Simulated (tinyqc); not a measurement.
Two-sublattice mean-field magnet: ferrimagnet, compensation points and susceptibility. From T_c back to z J_AA. Computed by tinyqc, a small Python program. Command: `OMP_NUM_THREADS=1 python tinyqc.py 3018362 3018363 out.jsonl ferri inv`. One thread of a shared host (Intel(R) Xeon(R) Processor @ 2.30GHz), about 0.02 s of CPU time with the checks.

A random alloy A(1-x)B(x) with H = -sum over pairs J S_i.S_j. a = <S_A> and b = <S_B> are taken along z, a > 0. Exchange fields: h_A = (1 - x) zJ_AA a + x zJ_AB b, h_B = (1 - x) zJ_AB a + x zJ_BB b; a = S_A B_(S_A)(S_A h_A/(k_B T)) and likewise for b, with the Brillouin function B_S(y) = [(2S + 1)/(2S)] coth[(2S + 1) y/(2S)] - [1/(2S)] coth[y/(2S)].

Inputs (values chosen for the exercise, for a model ferrimagnet): spin S_A = 2.5; spin S_B = 3.5; fraction x of B sites = 0.18; z J_BB = 1.4 meV; z J_AB = -6.9 meV; T over T_c = 0.15.

Constants: k_B = 8.617333262e-05 eV/K.

Method. Linearised, T (a, b) = M (a, b) with M_ij = S_i (S_i + 1) c_j zJ_ij/(3 k_B), c_A = 1 - x, c_B = x. T_c is the larger eigenvalue, and its eigenvector gives b/a at onset, (T_c - M_AA)/M_AB.

Task: A run gave the result below. Find the z J_AA, known to lie between 8.1 and 25 meV.

T_c = 391.0476 K

Result:

Each step takes the trial c = (a f_b - b f_a)/(f_b - f_a), f being the result less the target and a, b, c the logarithms of the listed values; c replaces end b, the old b replaces a if the sign of f changed, and otherwise f_a is halved.

Scan of the range:
```
z J_AA (meV)  T_c (K)
8.10          279.638
9.77          318.896
11.80         368.528
14.20         429.129
17.20         506.853
20.70         599.324
25.00         714.577
```

False position (Illinois rule, in the logarithm of the input) inside the bracket:
```
step    end a    end b    trial  T_c (K)
1     11.8000  14.2000  12.6404  389.548
2     14.2000  12.6404  12.6962  390.953
3     14.2000  12.6962  12.7033  391.130
4     12.6962  12.7033  12.7000  391.048
5     12.7033  12.7000  12.7000  391.048
```

T_c rises at every point of a 13-point scan of the range (every second point is shown), so one value fits; it is bracketed by 11.8 and 14.2. Answer: z J_AA = 12.70 meV.
